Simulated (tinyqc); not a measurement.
From results back to parameters: Kronig-Penney superlattice by transfer matrices. Five cases, with inputs chosen for the exercise.

Problem. The bottom of the first miniband was computed from a hidden barrier width b.

Wells (width a, potential 0, mass mw) alternate with barriers (width b, height V0, mass mb); period d = a + b; c = hbar^2/2m0. The vector (psi, psi'/m) is continuous, and a layer of thickness t carries it by M = [[cos kt, (m/k) sin kt], [-(k/m) sin kt, cos kt]] with k = sqrt(m (E - V)/c); for E < V, k = i kappa gives [[cosh, (m/kappa) sinh], [(kappa/m) sinh, cosh]] of kappa t. A Bloch state obeys cos(q d) = tr(Mb Mw)/2.

Constants: hbar^2/2m0 = 3.80998211 eV angstrom^2.

Case 1.

Values chosen (near those of a GaAs superlattice with barriers of AlGaAs; not measured data): a = 78 angstrom (well width); V0 = 0.186 eV (barrier height); mw = 0.0689 m0 (mass in the wells); mb = 0.0861 m0 (mass in the barriers).

bottom of band 1 = 0.0315286 eV

Case 2.

Values chosen (near those of a GaAs superlattice with barriers of AlGaAs; not measured data): a = 51 angstrom (well width); V0 = 0.316 eV (barrier height); mw = 0.0651 m0 (mass in the wells); mb = 0.0994 m0 (mass in the barriers).

bottom of band 1 = 0.0560160 eV

Case 3.

Values chosen (near those of the light valleys of a Si film between layers of SiO2; not measured data): a = 17 angstrom (well width); V0 = 3.104 eV (barrier height); mw = 0.194 m0 (mass in the wells); mb = 0.498 m0 (mass in the barriers).

bottom of band 1 = 0.3060979 eV

Case 4.

Values chosen (near those of an InGaAs superlattice with barriers of InP; not measured data): a = 146 angstrom (well width); V0 = 0.243 eV (barrier height); mw = 0.0407 m0 (mass in the wells); mb = 0.0827 m0 (mass in the barriers).

bottom of band 1 = 0.0183398 eV

Case 5.

Values chosen (near those of the light valleys of a Si film between layers of SiO2; not measured data): a = 18 angstrom (well width); V0 = 3.096 eV (barrier height); mw = 0.195 m0 (mass in the wells); mb = 0.487 m0 (mass in the barriers).

bottom of band 1 = 0.2832524 eV

Find: k; kappa; tanh(kappa b/2); b.

Solution. At q = 0 the lowest state is even about the centres of well and barrier: cos(kz) joins cosh, so (k/mw) tan(k a/2) = (kappa/mb) tanh(kappa b/2), which gives b.

Case 1.

k = 0.02388 1/angstrom
kappa = 0.05908 1/angstrom
tanh(kappa b/2) = 0.6790
b = 28.0 angstrom

Case 2.

k = 0.03094 1/angstrom
kappa = 0.08236 1/angstrom
tanh(kappa b/2) = 0.5776
b = 16.0 angstrom

Case 3.

k = 0.12484 1/angstrom
kappa = 0.60474 1/angstrom
tanh(kappa b/2) = 0.9483
b = 6.0 angstrom

Case 4.

k = 0.01400 1/angstrom
kappa = 0.06983 1/angstrom
tanh(kappa b/2) = 0.6657
b = 23.0 angstrom

Case 5.

k = 0.12040 1/angstrom
kappa = 0.59961 1/angstrom
tanh(kappa b/2) = 0.9467
b = 6.0 angstrom

Computed by tinyqc, one run a case: `OMP_NUM_THREADS=1 python tinyqc.py N N+1 out.jsonl` with N = 1250752, 1250786, 1250806, 1250810, 1250855; one thread of a shared Intel(R) Xeon(R) Processor @ 2.30GHz, about 0.2 s a run at most.
